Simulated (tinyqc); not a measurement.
Time-dependent dielectric breakdown: cell percolation, Weibull statistics, area scaling and voltage extrapolation: one step, computed by the program tinyqc. Command: `OMP_NUM_THREADS=1 python tinyqc.py 3001343 3001344 out.jsonl tddb walk`. One thread of a shared host (Intel(R) Xeon(R) Processor @ 2.30GHz), about 0.01 s of CPU time with the checks.

The oxide is divided into columns of area a^2, each holding m = t_ox/a cells (m is taken as continuous). A share lambda(t) = (t/t_1)^alpha of the cells is defective, and a column whose cells are all defective breaks down.

Problem. Projection to use conditions. All three voltage laws share the slope n at the stress voltage. Factor t(V_u)/t(V): E law exp(n (1 - V_u/V)); 1/E law exp(n (V/V_u - 1)); power law (V/V_u)^n. Temperatures in kelvin are T(C) + 273.15. Temperature factor exp[(E_a/k_B)(1/T_u - 1/T)]; area factor (A/A_u)^(1/beta); percentile factor (-ln(1 - F))^(1/beta); life = t63 x all four; 1 year = 3.15576e7 s.

Inputs (values chosen for the exercise, for a model gate oxide): test area A = 700 um^2; product area A_u = 900000 um^2; stress voltage V = 2.92 V; use voltage V_u = 1.8 V; local exponent n = -d ln t/d ln V at the stress voltage = 40; activation energy E_a = 0.67 eV; stress temperature T = 150 C; use temperature T_u = 85 C; allowed failure fraction F = 0.01.

Voltage law used: E.

Weibull slope beta = 1.157143

characteristic life t63 = 73.10172 s

Constants: k_B = 8.617333262e-05 eV/K.

Give: voltage factor; temperature factor; area factor; percentile factor; projected life.

Solution.

voltage factor = 4.6041e+06

temperature factor = 28.070

area factor = 0.0020563

percentile factor = 0.018771

projected life = 0.011555 years

Area and percentile together cost 4.4 decades, voltage and temperature return 8.1; a ten-year target is missed. Caution: t_1 is an input here; in a real oxide it changes with thickness at fixed voltage.
